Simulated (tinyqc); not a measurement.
Interface traps by the conductance method, one level: one step of the calculation.

MOS capacitor on an n-type substrate; psi is the band bending, negative in depletion; only majority carriers are counted. The traps exchange electrons with the conduction band; their admittance lies in parallel with Cd, and that pair in series with Cox and Rs. w = 2 pi f.

Question. Capacitances and time constant. Cox = 3.9 eps0/EOT, LD = sqrt(eps0 eps_r Vt/(q Nd)), u = psi/Vt, Cd = (eps0 eps_r/(sqrt(2) LD)) |exp(u) - 1|/sqrt(exp(u) - u - 1); ns = Nd exp(u); tau = ft/(sn vth ns), Cit = q Nt ft (1 - ft)/Vt.

Values chosen for this exercise; band and dielectric values close to those of silicon:
```
symbol    value   unit                               meaning
T           300      K                           temperature
eps_r      11.7                        relative permittivity
Nd       1.1e17  cm^-3                         donor density
EOT         1.7     nm            equivalent oxide thickness
ps       -0.306      V                      band bending psi
sn      6.9e-17   cm^2   capture cross-section for electrons
vth       2.4e7   cm/s                      thermal velocity
Nt       1.4e10  cm^-2                  density of the level
ft         0.73         occupation of the level at this bias
```

Constants: q = 1.602176634e-19 C, kB = 1.380649e-23 J/K, Vt = kB T/q, eps0 = 8.8541878128e-14 F/cm where lengths are in cm. Results are converted to the units shown.

Find: Cox; Cd; ns; tau; Cit.

Answer.

Cox = 2031.3 nF/cm^2
Cd = 180.51 nF/cm^2
ns = 7.9583e11 cm^-3
tau = 5.5392e-4 s
Cit = 17.101 nF/cm^2

Program tinyqc, `OMP_NUM_THREADS=1 python tinyqc.py 2030144 2030145 out.jsonl`; Intel Xeon 2.30GHz, shared host, one thread, about 0.01 s.
